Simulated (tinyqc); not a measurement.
Quantum well in an electric field by finite differences: one step. The tridiagonal Hamiltonian.

Finite differences on points z_i at the centres of cells of width h: H_ii = (c/h^2)(1/m_(i-1/2) + 1/m_(i+1/2)) + V_i, H_(i,i+1) = -(c/h^2)/m_(i+1/2), where m_(i+1/2) is the mean of the masses at the two points (the end values are repeated outwards), psi = 0 on the points beyond both ends, c = hbar^2/2m0. The field adds e F (z - z0) with z0 the middle of the structure; 1 kV/cm = 1e-5 eV/angstrom.

Constants: hbar^2/2m0 = 3.80998211 eV angstrom^2.

Inputs chosen for the exercise (out of a larger set: near those of a non-polar GaN well in AlGaN; not measured data): h = 13 angstrom (cell width of the coarse grid).

Grid:
```
i   z (angstrom)     V (eV)    m (m0)
1          6.500   0.291975  0.226000
2         19.500   0.300425  0.226000
3         32.500   0.308875  0.226000
4         45.500  -0.012675  0.206000
5         58.500  -0.004225  0.206000
6         71.500   0.004225  0.206000
7         84.500   0.012675  0.206000
8         97.500   0.351125  0.226000
9        110.500   0.359575  0.226000
10       123.500   0.368025  0.226000
```

Task: Form the diagonal and the neighbouring elements; V in the grid already includes the field.

Give: diagonal H_ii; H_(i,i+1).

Result:

diagonal H_ii (eV): [0.4915, 0.4999, 0.5130, 0.2011, 0.2147, 0.2231, 0.2265, 0.5553, 0.5591, 0.5675]

H_(i,i+1) (eV): [-0.0998, -0.0998, -0.1044, -0.1094, -0.1094, -0.1094, -0.1044, -0.0998, -0.0998]

Run: tinyqc, `OMP_NUM_THREADS=1 python tinyqc.py 1282617 1282618 out.jsonl`; Intel(R) Xeon(R) Processor @ 2.30GHz, one thread, shared host; about 0.02 s of CPU time with all checks.
